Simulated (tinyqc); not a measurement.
Inside a calculation. Model: Schottky emission and Poole-Frenkel conduction in an insulator, and how to tell them apart.

Computed by the program tinyqc: `OMP_NUM_THREADS=1 python tinyqc.py 2370033 2370034 out.jsonl`, one thread of a shared Intel Xeon 2.30GHz, about 0.01 s for the whole run. Printed values are rounded.

Schottky emission (electrode-limited): J = As T^2 exp[-(pb - b sqrt(F))/Vt], b = sqrt(q/(4 pi eps0 ei)). Poole-Frenkel emission (bulk-limited): J = s0 F exp[-(pt - 2 b sqrt(F))/Vt]. F in V/cm.

Values chosen for this exercise; dielectric values close to those of aluminium oxide:
```
symbol  value          unit                               meaning
T         350             K                           temperature
ei        3.3                high-frequency relative permittivity
es       9.34                        static relative permittivity
pt       1.34            eV                            trap depth
s0      0.017          S/cm               Poole-Frenkel prefactor
pb       1.36            eV                     electrode barrier
As         33  A/(cm^2 K^2)                   Richardson constant
F         2.2         MV/cm                                 field
```

Constants: q = 1.602176634e-19 C, kB = 1.380649e-23 J/K, Vt = kB T/q, eps0 = 8.8541878128e-14 F/cm where lengths are in cm. Results are converted to the units shown.

Range of the model: At the field F a Fowler-Nordheim estimate for tunnelling through pb (mass 0.4 m0) gives 4.1e-7 A/cm^2, more than Schottky emission.

## Both currents at one field

Lowerings b sqrt(F) and 2 b sqrt(F); the image-force maximum lies at sqrt(q/(16 pi eps0 ei F)) from the electrode.

Schottky lowering = 309.835 meV
position of the barrier top = 0.704170 nm
Poole-Frenkel lowering = 619.670 meV
J, Schottky = 3.05448e-9 A/cm^2
J, Poole-Frenkel = 1.58698e-6 A/cm^2

Injection and bulk transport act in series, so the smaller capacity limits the current: here the electrode, by a factor of 520.

## Which mechanism made these data

F, point 0 to 4 (MV/cm): [1.12, 1.97, 2.81, 3.66, 4.5]
J, point 0 to 4 (A/cm^2): [7.566e-9, 8.268e-8, 5.467e-7, 2.819e-6, 1.192e-5]

The data come from another sample of the same dielectric, in which one mechanism alone limits the current. Fit straight lines by least squares: ln J on sqrt(F) (Schottky plot, slope b/Vt) and ln(J/F) on sqrt(F) (Poole-Frenkel plot, slope 2 b/Vt), F in V/cm, and read a permittivity from each slope. The right mechanism gives a value near ei, and in any case between ei and es.

slope of the Schottky plot = 0.00692590 (cm/V)^0.5
permittivity read as Schottky = 3.30003
slope of the Poole-Frenkel plot = 0.00562204 (cm/V)^0.5
permittivity read as Poole-Frenkel = 20.0328

Both plots are nearly straight, so straightness decides nothing. Read as Schottky the data give 3.30, which matches ei = 3.3; read as Poole-Frenkel they give 20.0, above even the static value 9.34. The data were made by Schottky emission.
